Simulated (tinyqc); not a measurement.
MOSFET in saturation, small-signal circuit and noise: two steps of the calculation.

Bias by the inversion coefficient IC = I/Ispec (charge-based model with velocity saturation; weak inversion below 0.1, strong above 10). Common-source circuit: gm, gds, Cgs, Cgd and Cj at the inner nodes, Rg in series with the gate; quasi-static, no source or drain resistance, no gate-body capacitance, no substrate network, no induced gate noise, so fmax is an upper estimate.

Values chosen for this exercise:
- L = 180 nm (gate length)
- W = 20 um (total gate width)
- Cox = 0.78 uF/cm^2 (gate capacitance)
- Cov = 0.31 fF/um (overlap and fringe capacitance per side)
- Cj = 0.9 fF/um (drain junction capacitance)
- Rsh = 15 ohm (sheet resistance of the gate)
- Wf = 1 um (finger width)
- Rc = 300 ohm um (gate contact and vertical resistance)
- IC = 1.6 (inversion coefficient)
- f = 1 GHz (signal frequency)

Problem 1. Capacitances, gate resistance and cut-off frequencies. qs = [sqrt(1 + 4 IC) - 1]/2, Cgs = Cox W L qs (2 qs + 3)/(3 (qs + 1)^2) + Cov W, Cgd = Cov W, Cd = Cj W, Rg = Rsh (Wf/L)/(12 Nf) + Rc/W with Nf = W/Wf fingers (not rounded) contacted at both ends. fT = gm/(2 pi (Cgs + Cgd)), fmax = fT/(2 sqrt(Rg (gds + 2 pi fT Cgd))).

gm = 0.48949683 mS
gds = 0.016153395 mS

Wanted: Cgs; Cgd; Cd; Rg; fT; fmax.

Solution 1.

Cgs = 17.18 fF
Cgd = 6.200 fF
Cd = 18.00 fF
Rg = 15.35 ohm
fT = 3.332 GHz
fmax = 35.20 GHz

Overlap and fringe make up 53.0 % of the gate capacitance; fmax is 10.6 times fT.

Problem 2. Admittance matrix. Inner admittances at w = 2 pi f: y11 = i w (Cgs + Cgd), y12 = -i w Cgd, y21 = gm - i w Cgd, y22 = gds + i w (Cgd + Cd). Invert to Z, add Rg to Z11 and invert back to Y.

gm = 0.48949683 mS
gds = 0.016153395 mS
Cgs = 17.183052 fF
Cgd = 6.2 fF
Cd = 18 fF
Rg = 15.347222 ohm

Find: inner y; Y with Rg.

Solution 2.

inner y (mS):

|  | 1 | 2 |
|---|---|---|
| 1 | 0.0000+0.1469i | 0.0000-0.0390i |
| 2 | 0.4895-0.0390i | 0.0162+0.1521i |

Y with Rg (mS):

|  | 1 | 2 |
|---|---|---|
| 1 | 0.0003+0.1469i | -0.0001-0.0390i |
| 2 | 0.4894-0.0401i | 0.0162+0.1523i |

Program tinyqc, `OMP_NUM_THREADS=1 python tinyqc.py 2150115 2150116 out.jsonl`; Intel Xeon 2.30GHz, shared host, one thread, about 0.01 s.
